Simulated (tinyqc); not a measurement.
Deep-level transient spectroscopy (DLTS) of one majority-carrier trap: one step, computed by the program tinyqc.

A filling pulse loads the traps in a one-sided junction; under reverse bias they empty at the rate e, and the capacitance relaxes as C(t) = C_0 - dC exp(-e t). The signal is S = [C(t_2) - C(t_1)]/dC.

Problem. Rate window and signal. S(e) = exp(-e t_1) - exp(-e t_2) peaks at the rate window e_0 = ln(t_2/t_1)/(t_2 - t_1).

Inputs (values chosen for the exercise, with mass and screening modelled on CdTe): gate time t_1 = 0.006 s; ratio t_2/t_1 = 5; temperature T = 73 K.

Carriers: electrons. Extra term: Poole-Frenkel lowering.

emission rate e = 8185.420 1/s

Give: rate window e_0; peak height S_max; signal at T.

Solution.

rate window e_0 = 67.060 1/s

peak height S_max = 0.53499

signal at T = 4.6849e-22

At this T the trap empties faster than the window, by a factor 122: the point lies on the high-temperature side of the peak.
